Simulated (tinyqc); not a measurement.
CMOS inverter, nodal equation and switching: effect of the temperature.

An n-channel pull-down (bn, VTn) and a p-channel pull-up (bp, VTp) share the input Vin and the output node Vout, which carries the load C. Transistor (EKV form, voltages against the body): I = 2 n b Vt^2 [F(vp - Vs) - F(vp - Vd)] from drain to source, F(v) = ln^2(1 + exp(v/(2 Vt))), vp = (Vg - VT + sg |Vd - Vs|)/n. n-channel bodies are at 0; for the p-channel device all voltages are counted down from Vdd. b in uA/V^2 gives I in uA. Static: In = Ip. Transient: C dVout/dt = Ip - In. No velocity saturation, no gate capacitance beyond C.

VM solves In = Ip with Vin = Vout; VIL and VIH are the inputs of gain -1, NML = VIL - Vout(VIH), NMH = Vout(VIL) - VIH. For a step input the delay to Vdd/2 is tHL = C times the integral of dV/(In - Ip) from Vdd/2 to Vdd at Vin = Vdd, and tLH likewise with Ip - In from 0 to Vdd/2 at Vin = 0. Thresholds, gain factors and n are held fixed.

Inputs (values chosen for the exercise): supply voltage Vdd = 0.9 V; slope factor n = 1.32; drain-induced barrier lowering sg = 0.028; n-channel threshold VTn = 0.26 V; p-channel threshold (magnitude) VTp = 0.41 V; gain factor of the pull-down transistor bn = 160 uA/V^2; gain factor of the pull-up transistor bp = 160 uA/V^2; load capacitance C = 2.3 fF.

Constants: q = 1.602176634e-19 C, kB = 1.380649e-23 J/K, Vt = kB T/q. Results are converted to the units shown.

Results:

| T (K) | VM (V) | gain at VM | NML (V) | NMH (V) | tHL (ps) | tLH (ps) |
|---|---|---|---|---|---|---|
| 220 | 0.3770 | -35.71 | 0.3021 | 0.4521 | 39.37 | 65.95 |
| 250 | 0.3770 | -35.71 | 0.2996 | 0.4496 | 39.38 | 65.95 |
| 280 | 0.3770 | -35.71 | 0.2969 | 0.4469 | 39.39 | 65.95 |
| 340 | 0.3770 | -35.68 | 0.2908 | 0.4408 | 39.41 | 65.93 |
| 370 | 0.3770 | -35.62 | 0.2876 | 0.4376 | 39.42 | 65.92 |
| 400 | 0.3770 | -35.53 | 0.2842 | 0.4342 | 39.43 | 65.89 |
| 430 | 0.3771 | -35.36 | 0.2808 | 0.4308 | 39.44 | 65.85 |

Estimate the missing row, T = 310 K.

Computed row:

| T (K) | VM (V) | gain at VM | NML (V) | NMH (V) | tHL (ps) | tLH (ps) |
|---|---|---|---|---|---|---|
| 310 | 0.3770 | -35.70 | 0.2939 | 0.4439 | 39.40 | 65.94 |

With this row back in the table: As T goes from 220 to 430 K, VM stays near 0.377 V, the size of the gain falls from 35.7 to 35.4, tHL stays near 39.4 ps and tLH stays near 65.9 ps. The smaller margin is largest, 0.302 V, at T = 220 K among the rows. In every row the overdrive passes 0.5 V, where velocity saturation, left out here, would lengthen the delays of short devices.

Numbers from tinyqc (`OMP_NUM_THREADS=1 python tinyqc.py 2340064 2340065 out.jsonl`; about 0.03 s on one thread of a shared Intel Xeon 2.30GHz).
